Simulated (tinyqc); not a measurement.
Exact and approximate size effects: heat flow across a film from the phonon Boltzmann equation in the relaxation-time approximation. Computed by tinyqc, a small Python program. Command: `OMP_NUM_THREADS=1 python tinyqc.py 3010788 3010789 out.jsonl slabbte walk`. One thread of a shared host (Intel(R) Xeon(R) Processor @ 2.30GHz), about 0.02 s of CPU time with the checks.

Two black walls, hot at x = 0 and cold at x = L, emit phonons isotropically. For one free path Lambda, with tau = x/Lambda, tau_L = L/Lambda and phi = (T - T_cold)/Delta T, energy balance gives phi(tau) = (1/2) [E2(tau) + int_0^tau_L phi(s) E1(|tau - s|) ds]; E_n are the exponential integrals. The flux over the ballistic flux C v Delta T/4 is psi = 1 - 2 int_0^tau_L phi(s) E2(s) ds, and kappa_eff/kappa = (3/4) tau_L psi. kappa = C v Lambda/3 is an input, so at fixed kappa a longer free path means a smaller C v.

Inputs (values chosen for the exercise, modelled on sapphire):
```
quantity,value,unit
free path Lambda_1,22,nm
free path Lambda_2,210,nm
share f_2 of kappa,0.21,-
free path Lambda_3,1700,nm
share f_3 of kappa,0.08,-
```

Free-path groups: three.

Method:
- Cut the film into n equal cells with constant phi, collocated at the centres c_i: the kernel integrates to A_ij = |E2(|c_i - e_j|) - E2(|c_i - e_(j+1)|)|/2 for cell edges e_j, and A_ii = 1 - E2(half a cell); solve (1 - A) phi = E2(c)/2; psi = 1 - 2 sum_j phi_j [E3(e_j) - E3(e_(j+1))].
- Each group is solved on its own with 150 and 300 cells, psi = (4 psi(300) - psi(150))/3, and weighted by its share of kappa (f_1 is what the others leave); exchange of energy between groups inside the film is left out.
- Two-flux: kappa_eff/kappa = sum f_i/(1 + 4 Lambda_i/(3 L)). Matthiessen with the thickness: sum f_i/(1 + Lambda_i/L). Ballistic limit: sum f_i 3 L/(4 Lambda_i).

Kappa_eff/kappa:
```
L (nm),Boltzmann,two-flux,Matthiessen,ballistic limit
0.66,0.016044,0.016141,0.021369,0.016493
2.2,0.050472,0.051250,0.066826,0.054978
5.5,0.11341,0.11634,0.14762,0.13744
13,0.22064,0.22781,0.27656,0.32487
33,0.38811,0.39917,0.45604,0.82466
88,0.57556,0.58571,0.63395,2.1991
220,0.71815,0.72595,0.76206,5.4978
550,0.82334,0.82883,0.85422,13.744
```

What does the comparison show, and why?

The two-flux formula lies above the Boltzmann result by at most about 3.2 % (at L = 13 nm); the Matthiessen form is high by up to 33 %, since it misses the factor 3/4 of the ballistic limit. The thinnest film reaches 97 % of that limit, and the thickest, 25 Lambda_1, only 82 % of the bulk value: the long free paths keep the size effect alive far beyond Lambda_1. Rows below about 10 nm are near the phonon wavelength, where a particle picture fails.
